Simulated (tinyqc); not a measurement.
Inside a calculation (part 1 of 2). Method: RKS/PBE in the sto-3g basis, for BeH+, spin multiplicity 1. Computed by tinyqc, a small Python program that keeps every step (integrals from PySCF). Settings: charge = 1, multiplicity = 1, basis = sto-3g, energy threshold = 1e-10, iteration cap = 68, orthogonalisation = canonical, start = atomic densities, DIIS depth = 3, shift = 1.0, method = RKS, functional = pbe,pbe, grid = [40, 86]. Command: `OMP_NUM_THREADS=1 python tinyqc.py 24673 24674 out.jsonl` (the two numbers bound the seeds that draw the settings). One thread of a shared host (Intel(R) Xeon(R) Processor @ 2.60GHz), about 1 s of CPU time with the checks. Later iterations appear only in the table of the cycle.

## One-electron integrals

Geometry (angstrom):

| atom | x | y | z |
|---|---|---|---|
| Be | 0.000000 | 0.000000 | 0.000000 |
| H | 0.000000 | 0.000000 | 1.987000 |

Basis sto-3g: exponents (1/bohr^2) and contraction coefficients of normalised primitives:

| element | l (shell) | exponent | coefficient |
|---|---|---|---|
| Be | s (1) | 30.167871 | 0.154329 |
| Be | s (1) | 5.495115 | 0.535328 |
| Be | s (1) | 1.487193 | 0.444635 |
| Be | s (2) | 1.314833 | -0.099967 |
| Be | s (2) | 0.305539 | 0.399513 |
| Be | s (2) | 0.099371 | 0.700115 |
| Be | p (3) | 1.314833 | 0.155916 |
| Be | p (3) | 0.305539 | 0.607684 |
| Be | p (3) | 0.099371 | 0.391957 |
| H | s (1) | 3.425251 | 0.154329 |
| H | s (1) | 0.623914 | 0.535328 |
| H | s (1) | 0.168855 | 0.444635 |

Overlap, kinetic and nuclear-attraction integrals over the contracted functions; the nuclear repulsion is the sum of Za Zb / Rab.

nuclear repulsion = 1.06527873 hartree

overlap S:
```
           1Be 1s    1Be 2s   1Be 2px   1Be 2py   1Be 2pz     2H 1s
1Be 1s   1.000000  0.259517  0.000000  0.000000  0.000000  0.016505
1Be 2s   0.259517  1.000000  0.000000  0.000000  0.000000  0.235894
1Be 2px  0.000000  0.000000  1.000000  0.000000  0.000000  0.000000
1Be 2py  0.000000  0.000000  0.000000  1.000000  0.000000  0.000000
1Be 2pz  0.000000  0.000000  0.000000  0.000000  1.000000  0.315973
2H 1s    0.016505  0.235894  0.000000  0.000000  0.315973  1.000000
```

kinetic energy T (hartree):
```
            1Be 1s     1Be 2s   1Be 2px   1Be 2py   1Be 2pz      2H 1s
1Be 1s    6.693975  -0.033012  0.000000  0.000000  0.000000  -0.005598
1Be 2s   -0.033012   0.211111  0.000000  0.000000  0.000000   0.006671
1Be 2px   0.000000   0.000000  0.660592  0.000000  0.000000   0.000000
1Be 2py   0.000000   0.000000  0.000000  0.660592  0.000000   0.000000
1Be 2pz   0.000000   0.000000  0.000000  0.000000  0.660592   0.044596
2H 1s    -0.005598   0.006671  0.000000  0.000000  0.044596   0.760032
```

nuclear attraction V (hartree):
```
             1Be 1s     1Be 2s    1Be 2px    1Be 2py    1Be 2pz      2H 1s
1Be 1s   -14.827412  -1.968360   0.000000   0.000000  -0.008186  -0.124047
1Be 2s    -1.968360  -2.577160   0.000000   0.000000  -0.084488  -0.516865
1Be 2px    0.000000   0.000000  -2.539833   0.000000   0.000000   0.000000
1Be 2py    0.000000   0.000000   0.000000  -2.539833   0.000000   0.000000
1Be 2pz   -0.008186  -0.084488   0.000000   0.000000  -2.595614  -0.673951
2H 1s     -0.124047  -0.516865   0.000000   0.000000  -0.673951  -2.291464
```

core Hamiltonian H = T + V (hartree):
```
            1Be 1s     1Be 2s    1Be 2px    1Be 2py    1Be 2pz      2H 1s
1Be 1s   -8.133437  -2.001372   0.000000   0.000000  -0.008186  -0.129645
1Be 2s   -2.001372  -2.366050   0.000000   0.000000  -0.084488  -0.510194
1Be 2px   0.000000   0.000000  -1.879241   0.000000   0.000000   0.000000
1Be 2py   0.000000   0.000000   0.000000  -1.879241   0.000000   0.000000
1Be 2pz  -0.008186  -0.084488   0.000000   0.000000  -1.935022  -0.629355
2H 1s    -0.129645  -0.510194   0.000000   0.000000  -0.629355  -1.531432
```

## Two-electron integrals

Functions are numbered as in S; the eight-fold symmetry (ij|kl) = (ji|kl) = (kl|ij) leaves the list below.

Two-electron integrals (ij|kl) in chemists' order, unique and non-zero (hartree):
```
(11|11) 2.298831   (21|11) 0.392036   (21|21) 0.079539   (22|11) 0.570988
(22|21) 0.143041   (22|22) 0.417683   (31|31) 0.014607   (32|31) 0.021888
(32|32) 0.092265   (33|11) 0.569578   (33|21) 0.143083   (33|22) 0.417589
(33|33) 0.449859   (41|41) 0.014607   (42|41) 0.021888   (42|42) 0.092265
(43|43) 0.024249   (44|11) 0.569578   (44|21) 0.143083   (44|22) 0.417589
(44|33) 0.401360   (44|44) 0.449859   (51|51) 0.014607   (52|51) 0.021888
(52|52) 0.092265   (53|53) 0.024249   (54|54) 0.024249   (55|11) 0.569578
(55|21) 0.143083   (55|22) 0.417589   (55|33) 0.401360   (55|44) 0.401360
(55|55) 0.449859   (61|11) 0.024496   (61|21) 0.004974   (61|22) 0.009047
(61|33) 0.008988   (61|44) 0.008988   (61|51) 0.000469   (61|52) 0.000881
(61|55) 0.009169   (61|61) 0.000328   (62|11) 0.090734   (62|21) 0.023230
(62|22) 0.078415   (62|33) 0.075138   (62|44) 0.075138   (62|51) 0.002941
(62|52) 0.021011   (62|55) 0.084885   (62|61) 0.001616   (62|62) 0.026884
(63|31) 0.001656   (63|32) 0.008719   (63|53) 0.003243   (63|63) 0.001833
(64|41) 0.001656   (64|42) 0.008719   (64|54) 0.003243   (64|64) 0.001833
(65|11) 0.110917   (65|21) 0.028634   (65|22) 0.100372   (65|33) 0.094730
(65|44) 0.094730   (65|51) 0.004575   (65|52) 0.032017   (65|55) 0.111540
(65|61) 0.002042   (65|62) 0.038152   (65|65) 0.054882   (66|11) 0.266181
(66|21) 0.069052   (66|22) 0.260659   (66|33) 0.244575   (66|44) 0.244575
(66|51) 0.008117   (66|52) 0.079288   (66|55) 0.292401   (66|61) 0.004804
(66|62) 0.124305   (66|65) 0.183833   (66|66) 0.774606
```

## Orthogonalisation

S = U s U^T; canonical form X = U s^(-1/2), so that X^T S X = 1. Each column of U has its largest component positive (the first on a tie).

eigenvalues of S: 0.574248  0.803547  1.000000  1.000000  1.183070  1.439135

X:
```
                 1          2         3          4          5         6
1Be 1s    0.397871   0.718798  0.000000   0.000000   0.564795  0.284563
1Be 2s   -0.705922  -0.521453  0.000000   0.000000   0.417340  0.448345
1Be 2px   0.000000   0.000000  0.267976   0.963425   0.000000  0.000000
1Be 2py   0.000000   0.000000  0.963425  -0.267976   0.000000  0.000000
1Be 2pz  -0.620708   0.573410  0.000000   0.000000  -0.513424  0.375286
2H 1s     0.836362  -0.356513  0.000000   0.000000  -0.297470  0.521568
```

Within a degenerate level the vectors are fixed only up to a rotation; this is one choice.

## Starting guess

The start is atomic minimal-basis densities projected into this basis (PySCF's MINAO start) and scaled to the electron count of each spin; this density is not idempotent, so its energy is not variational and may lie below the converged one.

D at the start:
```
            1Be 1s     1Be 2s   1Be 2px   1Be 2py    1Be 2pz      2H 1s
1Be 1s    1.725958  -0.428639  0.000000  0.000000   0.006654  -0.027188
1Be 2s   -0.428639   1.669615  0.000000  0.000000  -0.017210   0.103695
1Be 2px   0.000000   0.000000  0.000000  0.000000   0.000000   0.000000
1Be 2py   0.000000   0.000000  0.000000  0.000000   0.000000   0.000000
1Be 2pz   0.006654  -0.017210  0.000000  0.000000   0.001081   0.025021
2H 1s    -0.027188   0.103695  0.000000  0.000000   0.025021   0.761987
```

## Iteration 1: exchange-correlation on the grid

Becke grid with 40 radial and 86 angular points per atom, points of zero weight dropped. rho = sum D_ij phi_i phi_j; V_xc,ij = sum w v_xc phi_i phi_j plus the gradient terms; v_xc is d(rho eps)/d rho at fixed gradient.

The 12 grid points with the largest w rho, of 6859 (bohr, atomic units):

| x | y | z | w | rho | \|grad rho\|^2 | eps_xc | v_xc |
|---|---|---|---|---|---|---|---|
| 0.000000 | 0.000000 | 2.328038 | 0.137344 | 0.025528 | 0.000493 | -0.262188 | -0.337219 |
| 0.000000 | 0.000000 | 2.659513 | 0.080075 | 0.038950 | 0.004049 | -0.303984 | -0.369786 |
| 0.000000 | 0.000000 | 2.027932 | 0.138038 | 0.022409 | 4.17e-08 | -0.251073 | -0.327072 |
| -0.239012 | 0.239012 | 0.239012 | 0.002426 | 1.246997 | 78.014540 | -0.963071 | -1.016767 |
| -0.239012 | -0.239012 | 0.239012 | 0.002426 | 1.246997 | 78.014540 | -0.963071 | -1.016767 |
| 0.239012 | -0.239012 | 0.239012 | 0.002426 | 1.246997 | 78.014540 | -0.963071 | -1.016767 |
| 0.239012 | 0.239012 | 0.239012 | 0.002426 | 1.246997 | 78.014540 | -0.963071 | -1.016767 |
| -0.239012 | -0.239012 | -0.239012 | 0.002426 | 1.245340 | 77.914310 | -0.962874 | -1.016237 |
| 0.239012 | -0.239012 | -0.239012 | 0.002426 | 1.245340 | 77.914310 | -0.962874 | -1.016237 |
| -0.239012 | 0.239012 | -0.239012 | 0.002426 | 1.245340 | 77.914310 | -0.962874 | -1.016237 |
| 0.239012 | 0.239012 | -0.239012 | 0.002426 | 1.245340 | 77.914310 | -0.962874 | -1.016237 |
| 0.078269 | -0.287450 | 0.287450 | 0.002413 | 1.247179 | 78.023032 | -0.963090 | -1.016827 |

electrons on the grid, sum of w rho = 4.000306

E_xc = sum of w rho eps_xc = -2.39117004 hartree

V_xc (hartree):
```
            1Be 1s     1Be 2s    1Be 2px    1Be 2py    1Be 2pz      2H 1s
1Be 1s   -1.396410  -0.197677   0.000000   0.000000   0.000057  -0.012430
1Be 2s   -0.197677  -0.291276   0.000000   0.000000  -0.006309  -0.070714
1Be 2px   0.000000   0.000000  -0.284696   0.000000   0.000000   0.000000
1Be 2py   0.000000   0.000000   0.000000  -0.284696   0.000000   0.000000
1Be 2pz   0.000057  -0.006309   0.000000   0.000000  -0.295491  -0.096901
2H 1s    -0.012430  -0.070714   0.000000   0.000000  -0.096901  -0.401723
```

## Iteration 1: building the Kohn-Sham matrix

J_ij = sum D_kl (ij|kl); F = H + J + V_xc; E = tr D H + tr D J / 2 + E_xc + E_nn.

Coulomb J (hartree):
```
           1Be 1s    1Be 2s   1Be 2px   1Be 2py   1Be 2pz     2H 1s
1Be 1s   4.811410  0.906027  0.000000  0.000000  0.006439  0.057186
1Be 2s   0.906027  1.780109  0.000000  0.000000  0.063444  0.369135
1Be 2px  0.000000  0.000000  1.764251  0.000000  0.000000  0.000000
1Be 2py  0.000000  0.000000  0.000000  1.764251  0.000000  0.000000
1Be 2pz  0.006439  0.063444  0.000000  0.000000  1.803600  0.484178
2H 1s    0.057186  0.369135  0.000000  0.000000  0.484178  1.458072
```

Kohn-Sham matrix F (hartree):
```
            1Be 1s     1Be 2s    1Be 2px    1Be 2py    1Be 2pz      2H 1s
1Be 1s   -4.718436  -1.293023   0.000000   0.000000  -0.001689  -0.084889
1Be 2s   -1.293023  -0.877216   0.000000   0.000000  -0.027354  -0.211773
1Be 2px   0.000000   0.000000  -0.399685   0.000000   0.000000   0.000000
1Be 2py   0.000000   0.000000   0.000000  -0.399685   0.000000   0.000000
1Be 2pz  -0.001689  -0.027354   0.000000   0.000000  -0.426913  -0.242077
2H 1s    -0.084889  -0.211773   0.000000   0.000000  -0.242077  -0.475083
```

total energy of this density = -13.04088536 hartree

This density is the starting one; it is not idempotent, so its energy is not variational and may lie below the converged one.

## Iteration 1: diagonalisation and new density

A level shift of 1 hartree raises the virtual space: F + shift (S - S D(s) S), with D(s) the density of one spin (D/2). Diagonalise F' = X^T F X, C = X C', fill 2 alpha and 2 beta electrons from the bottom; D = 2 C_occ C_occ^T. Each column has its largest component positive (the first on a tie).

F' = X^T F X (hartree):
```
           1          2         3         4          5          6
1   0.187830  -0.891977  0.000000  0.000000  -0.556717  -0.359849
2  -0.891977  -1.417467  0.000000  0.000000  -1.838366  -0.789392
3   0.000000   0.000000  0.600315  0.000000   0.000000   0.000000
4   0.000000   0.000000  0.000000  0.600315   0.000000   0.000000
5  -0.556717  -1.838366  0.000000  0.000000  -1.893178  -1.450913
6  -0.359849  -0.789392  0.000000  0.000000  -1.450913  -0.947596
```

orbital energies (hartree): MO1 -4.527883, MO2 -0.447267, MO3 0.227260, MO4 0.600315, MO5 0.600315, MO6 0.677479

coefficients C:
```
               MO1        MO2        MO3        MO4       MO5        MO6
1Be 1s    0.994913  -0.259313   0.126465   0.000000  0.000000  -0.043046
1Be 2s    0.018990   0.913267  -0.521963   0.000000  0.000000   0.196370
1Be 2px   0.000000   0.000000   0.000000  -0.068195  0.997672   0.000000
1Be 2py   0.000000   0.000000   0.000000   0.997672  0.068195   0.000000
1Be 2pz   0.001352   0.036694   0.270221   0.000000  0.000000   1.021838
2H 1s    -0.000487   0.296760   0.856679   0.000000  0.000000  -0.604284
```

D after iteration 1:
```
            1Be 1s     1Be 2s   1Be 2px   1Be 2py    1Be 2pz      2H 1s
1Be 1s    2.114190  -0.435857  0.000000  0.000000  -0.016341  -0.154876
1Be 2s   -0.435857   1.668834  0.000000  0.000000   0.067075   0.542024
1Be 2px   0.000000   0.000000  0.000000  0.000000   0.000000   0.000000
1Be 2py   0.000000   0.000000  0.000000  0.000000   0.000000   0.000000
1Be 2pz  -0.016341   0.067075  0.000000  0.000000   0.002697   0.021778
2H 1s    -0.154876   0.542024  0.000000  0.000000   0.021778   0.176134
```

Within a degenerate level the vectors are fixed only up to a rotation; this is one choice.

## Iteration 2: exchange-correlation on the grid

As before.

The 12 grid points with the largest w rho, of 6859 (bohr, atomic units):

| x | y | z | w | rho | \|grad rho\|^2 | eps_xc | v_xc |
|---|---|---|---|---|---|---|---|
| 0.000000 | 0.000000 | 2.027932 | 0.138038 | 0.027191 | 0.000127 | -0.266282 | -0.346743 |
| -0.239012 | -0.239012 | -0.239012 | 0.002426 | 1.540898 | 118.548171 | -1.017455 | -1.094801 |
| 0.239012 | 0.239012 | -0.239012 | 0.002426 | 1.540898 | 118.548171 | -1.017455 | -1.094801 |
| -0.239012 | 0.239012 | -0.239012 | 0.002426 | 1.540898 | 118.548171 | -1.017455 | -1.094801 |
| 0.239012 | -0.239012 | -0.239012 | 0.002426 | 1.540898 | 118.548171 | -1.017455 | -1.094801 |
| 0.239012 | -0.239012 | 0.239012 | 0.002426 | 1.537834 | 118.061566 | -1.016907 | -1.094045 |
| -0.239012 | 0.239012 | 0.239012 | 0.002426 | 1.537834 | 118.061566 | -1.016907 | -1.094045 |
| -0.239012 | -0.239012 | 0.239012 | 0.002426 | 1.537834 | 118.061566 | -1.016907 | -1.094045 |
| 0.239012 | 0.239012 | 0.239012 | 0.002426 | 1.537834 | 118.061566 | -1.016907 | -1.094045 |
| 0.078269 | 0.287450 | -0.287450 | 0.002413 | 1.541210 | 118.594720 | -1.017508 | -1.094880 |
| -0.287450 | -0.078269 | -0.287450 | 0.002413 | 1.541210 | 118.594720 | -1.017508 | -1.094880 |
| -0.287450 | 0.078269 | -0.287450 | 0.002413 | 1.541210 | 118.594720 | -1.017508 | -1.094880 |

electrons on the grid, sum of w rho = 4.000139

E_xc = sum of w rho eps_xc = -2.79425147 hartree

V_xc (hartree):
```
            1Be 1s     1Be 2s    1Be 2px    1Be 2py    1Be 2pz      2H 1s
1Be 1s   -1.483010  -0.208927   0.000000   0.000000  -0.000758  -0.013181
1Be 2s   -0.208927  -0.295537   0.000000   0.000000  -0.014958  -0.065402
1Be 2px   0.000000   0.000000  -0.289352   0.000000   0.000000   0.000000
1Be 2py   0.000000   0.000000   0.000000  -0.289352   0.000000   0.000000
1Be 2pz  -0.000758  -0.014958   0.000000   0.000000  -0.298949  -0.087429
2H 1s    -0.013181  -0.065402   0.000000   0.000000  -0.087429  -0.308684
```

## Iteration 2: building the Kohn-Sham matrix

As before.

Coulomb J (hartree):
```
           1Be 1s    1Be 2s   1Be 2px   1Be 2py   1Be 2pz     2H 1s
1Be 1s   5.615328  1.035653  0.000000  0.000000  0.007131  0.065264
1Be 2s   1.035653  1.913143  0.000000  0.000000  0.049526  0.357592
1Be 2px  0.000000  0.000000  1.903312  0.000000  0.000000  0.000000
1Be 2py  0.000000  0.000000  0.000000  1.903312  0.000000  0.000000
1Be 2pz  0.007131  0.049526  0.000000  0.000000  1.923109  0.456985
2H 1s    0.065264  0.357592  0.000000  0.000000  0.456985  1.226424
```

Kohn-Sham matrix F (hartree):
```
            1Be 1s     1Be 2s    1Be 2px    1Be 2py    1Be 2pz      2H 1s
1Be 1s   -4.001119  -1.174646   0.000000   0.000000  -0.001813  -0.077562
1Be 2s   -1.174646  -0.748444   0.000000   0.000000  -0.049920  -0.218004
1Be 2px   0.000000   0.000000  -0.265280   0.000000   0.000000   0.000000
1Be 2py   0.000000   0.000000   0.000000  -0.265280   0.000000   0.000000
1Be 2pz  -0.001813  -0.049920   0.000000   0.000000  -0.310862  -0.259799
2H 1s    -0.077562  -0.218004   0.000000   0.000000  -0.259799  -0.613693
```

total energy of this density = -14.56650170 hartree

## Iteration 2: DIIS over 2 matrices

error matrix X^T (FDS - SDF) X:
```
           1          2         3         4          5          6
1   0.000000   0.113162  0.000000  0.000000   0.080296  -0.124853
2  -0.113162   0.000000  0.000000  0.000000   0.114751  -0.127513
3   0.000000   0.000000  0.000000  0.000000   0.000000   0.000000
4   0.000000   0.000000  0.000000  0.000000   0.000000   0.000000
5  -0.080296  -0.114751  0.000000  0.000000   0.000000   0.095761
6   0.124853   0.127513  0.000000  0.000000  -0.095761   0.000000
```

B (overlaps of the stored error matrices):
```
               1              2
1  3.3035083e-02  2.9607621e-02
2  2.9607621e-02  1.4687794e-01
```

Minimise |sum c_i e_i|^2 with sum c_i = 1: solve [B -1; -1 0][c; lambda] = [0; -1] with B_ij = tr e_i^T e_j, and take F = sum c_i F_i.

DIIS coefficients: 0.971603  0.028397

extrapolated F (hartree):
```
            1Be 1s     1Be 2s    1Be 2px    1Be 2py    1Be 2pz      2H 1s
1Be 1s   -4.698066  -1.289661   0.000000   0.000000  -0.001693  -0.084681
1Be 2s   -1.289661  -0.873560   0.000000   0.000000  -0.027995  -0.211950
1Be 2px   0.000000   0.000000  -0.395868   0.000000   0.000000   0.000000
1Be 2py   0.000000   0.000000   0.000000  -0.395868   0.000000   0.000000
1Be 2pz  -0.001693  -0.027995   0.000000   0.000000  -0.423618  -0.242581
2H 1s    -0.084681  -0.211950   0.000000   0.000000  -0.242581  -0.479019
```

## Iteration 2: diagonalisation and new density

As before.

F' = X^T F X (hartree):
```
           1          2         3         4          5          6
1   0.331289  -0.921160  0.000000  0.000000  -0.707352  -0.232470
2  -0.921160  -1.501819  0.000000  0.000000  -1.925206  -0.759826
3   0.000000   0.000000  0.604132  0.000000   0.000000   0.000000
4   0.000000   0.000000  0.000000  0.604132   0.000000   0.000000
5  -0.707352  -1.925206  0.000000  0.000000  -1.869275  -1.576402
6  -0.232470  -0.759826  0.000000  0.000000  -1.576402  -1.007086
```

orbital energies (hartree): MO1 -4.699376, MO2 -0.586715, MO3 0.517410, MO4 0.604132, MO5 0.604132, MO6 0.721789

coefficients C:
```
               MO1        MO2        MO3        MO4       MO5        MO6
1Be 1s    0.995036  -0.255264   0.113278   0.000000  0.000000   0.082779
1Be 2s    0.018679   0.902394  -0.450911   0.000000  0.000000  -0.356985
1Be 2px   0.000000   0.000000   0.000000   0.809596  0.586987   0.000000
1Be 2py   0.000000   0.000000   0.000000  -0.586987  0.809596   0.000000
1Be 2pz   0.001313   0.064961   0.607133   0.000000  0.000000  -0.863533
2H 1s    -0.002368   0.307835   0.583016   0.000000  0.000000   0.867438
```

D after iteration 2:
```
            1Be 1s     1Be 2s   1Be 2px   1Be 2py    1Be 2pz      2H 1s
1Be 1s    2.110514  -0.423524  0.000000  0.000000  -0.030551  -0.161871
1Be 2s   -0.423524   1.629329  0.000000  0.000000   0.117290   0.555490
1Be 2px   0.000000   0.000000  0.000000  0.000000   0.000000   0.000000
1Be 2py   0.000000   0.000000  0.000000  0.000000   0.000000   0.000000
1Be 2pz  -0.030551   0.117290  0.000000  0.000000   0.008443   0.039989
2H 1s    -0.161871   0.555490  0.000000  0.000000   0.039989   0.189537
```

Within a degenerate level the vectors are fixed only up to a rotation; this is one choice.
